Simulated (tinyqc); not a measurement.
Space-charge-limited current through a thin insulating or semi-insulating film with traps: one step, computed by the program tinyqc. Command: `OMP_NUM_THREADS=1 python tinyqc.py 3017004 3017005 out.jsonl sclc walk`. One thread of a shared host (Intel(R) Xeon(R) Processor @ 2.30GHz), about 0.01 s of CPU time with the checks.

One ohmic injecting contact at x = 0 (field zero), drift only, non-degenerate free carriers.

Task: Equilibrium and landmark voltages. Free density n_0 = N_c exp(-E_0/k_B T) in equilibrium; trapped density n_t(n) = N_t (n/N_c)^(T/T_c) (the low-temperature form). theta = n/(n + n_t) at the anode density; trap-filled-limit voltage V_TFL = e (N_t - n_t(n_0)) d^2/(2 eps eps_0).

Inputs (values chosen for the exercise, modelled on semi-insulating GaAs):

| quantity | value | unit |
|---|---|---|
| permittivity eps | 12.9 | - |
| effective density of states N_c | 4.4e+17 | 1/cm^3 |
| trap density N_t | 4.7e+15 | 1/cm^3 |
| equilibrium Fermi level below the band edge, E_0 | 0.79 | eV |
| thickness d | 1700 | nm |
| free density at the anode, in units of N_c | 3.3e-08 | - |
| temperature T | 300 | K |
| characteristic temperature T_c | 900 | K |

Traps: exponential tail.

Constants: k_B = 8.617333262e-05 eV/K; e = 1.602176634e-19 C; eps_0 = 8.8541878128e-12 F/m.

Give: n_0; n_t(n_0); theta; V_TFL.

Result:

n_0 = 23552 1/cm^3

n_t(n_0) = 1.771e+11 1/cm^3

theta = 9.622e-04

V_TFL = 9.526 V
